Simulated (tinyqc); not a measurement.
Carrier lifetime from Shockley-Read-Hall, radiative, Auger and surface recombination: one step, computed by the program tinyqc.

Energies are counted from the top of the valence band. Boltzmann statistics, full ionisation, and equal excess densities of electrons and holes.

Question. Lifetimes at the given injection. With n = n_0 + dn, p = p_0 + dn and U/dn = 1/tau: (n p - n_i^2)/dn = n_0 + p_0 + dn = s; 1/tau_SRH = s/[tau_p0 (n + n1) + tau_n0 (p + p1)]; 1/tau_rad = B s; 1/tau_Aug = (C_n n + C_p p) s; the rates add, with 1/tau_s. Radiative efficiency = tau_eff/tau_rad; effective diffusion length = sqrt(D tau_eff).

Inputs (values chosen for the exercise, with bands modelled on CdTe):
```
quantity                   value    unit
temperature T                250       K
radiative coefficient B    2e-10  cm^3/s
Auger coefficient C_n    1.5e-31  cm^6/s
Auger coefficient C_p    2.3e-30  cm^6/s
excess density dn        6.4e+12   cm^-3
diffusion coefficient D      3.5  cm^2/s
```

Doping: n-type. Surface term: two equal surfaces.

n_0 = 5.20e+14 cm^-3

p_0 = 5.677421e-09 cm^-3

tau_p0 = 8.832704e-06 s

n1 = 3.851587e-09 cm^-3

tau_n0 = 0.001343304 s

p1 = 7.665045e+14 cm^-3

tau_s = 8.739803e-07 s

Give: tau_SRH at dn; tau_rad at dn; tau_Aug at dn; effective lifetime at dn; radiative efficiency at dn; effective diffusion length at dn.

Answer.

tau_SRH at dn = 0.001981 s

tau_rad at dn = 9.498e-06 s

tau_Aug at dn = 20.28 s

effective lifetime at dn = 8.000e-07 s

radiative efficiency at dn = 0.08423

effective diffusion length at dn = 16.73 micrometre
